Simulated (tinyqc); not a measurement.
# Series resistance and mobility from two gate lengths

Problem. At small Vds the total resistance times width is 2 Rs + L/(mu Q), with the same mu and Q at both lengths. Find mu and Rs.

total resistance at L = 30 and 80 nm (ohm um): [119.79022, 152.77393]
Q = 1.63 uC/cm^2

Solution. The slope against L is 1/(mu Q), and the intercept at L = 0 is 2 Rs.

mu = 930 cm^2/(V s)
Rs = 50.0 ohm um

Program tinyqc, `OMP_NUM_THREADS=1 python tinyqc.py 2380009 2380010 out.jsonl`; Intel Xeon 2.30GHz, shared host, one thread, about 0.01 s.
